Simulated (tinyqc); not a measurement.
p-n diode with diffusion and depletion-layer recombination: two steps of the calculation.

Abrupt junction in the depletion approximation, low injection, full ionisation, neutral widths fixed, ohmic contact on the p side. Vj is the junction voltage; where a series resistance Rs is given, V = Vj + J Rs is the terminal voltage.

Inputs (values chosen for the exercise); band and dielectric values close to those of gallium arsenide:
- T = 300 K (temperature)
- Eg = 1.44 eV (band gap)
- Nc = 4.48e17 cm^-3 (conduction-band density of states at T)
- Nv = 9.03e18 cm^-3 (valence-band density of states at T)
- Na = 2.6e17 cm^-3 (acceptor density)
- Nd = 4.6e16 cm^-3 (donor density)
- mun = 3200 cm^2/(V s) (electron mobility in the p side)
- mup = 310 cm^2/(V s) (hole mobility in the n side)
- tn = 1e-6 s (electron lifetime)
- tp = 1e-6 s (hole lifetime)
- wp = 0.49 um (neutral width of the p side)
- wn = 24 um (neutral width of the n side)
- Sp = 40000 cm/s (recombination velocity at the n contact)
- Rs = 0.00056 ohm cm^2 (series resistance)
- V = 1.32 V (terminal voltage)

Constants: q = 1.602176634e-19 C, kB = 1.380649e-23 J/K, Vt = kB T/q. Results are converted to the units shown.

Question 1. Diffusion lengths and saturation currents. ni = sqrt(Nc Nv) exp(-Eg/(2 Vt)), Eg in volts; D = mu Vt; Ln = sqrt(Dn tn), Lp = sqrt(Dp tp); J0n = q ni^2 Dn coth(wp/Ln)/(Ln Na); J0p = (q ni^2 Dp/(Lp Nd)) (s + tanh(wn/Lp))/(1 + s tanh(wn/Lp)), s = Sp Lp/Dp.

Find: ni; Ln; Lp; J0n; J0p.

Answer 1.

ni = 1.614e6 cm^-3
Ln = 90.95 um
Lp = 28.31 um
J0n = 2.712e-18 A/cm^2
J0p = 3.543e-20 A/cm^2

wp/Ln = 0.0054 and wn/Lp = 0.85; electrons carry 98.7 % of the diffusion current.

Question 2. New Vj. Diffusion current alone: J = J0 (exp(Vj/Vt) - 1), g = Vj + J Rs - V, g' = 1 + Rs J0 exp(Vj/Vt)/Vt, Vj(new) = Vj - g/g'.

Vj at the start = 1.32 V
J0 = J0n + J0p = 2.7469967e-18 A/cm^2

Give: J; g; g'; Vj after iteration 1.

Answer 2.

J = 41104 A/cm^2
g = 23.018 V
g' = 891.38
Vj after iteration 1 = 1.2942 V

Numbers from tinyqc (`OMP_NUM_THREADS=1 python tinyqc.py 2260135 2260136 out.jsonl`; about 0.01 s on one thread of a shared Intel Xeon 2.30GHz).
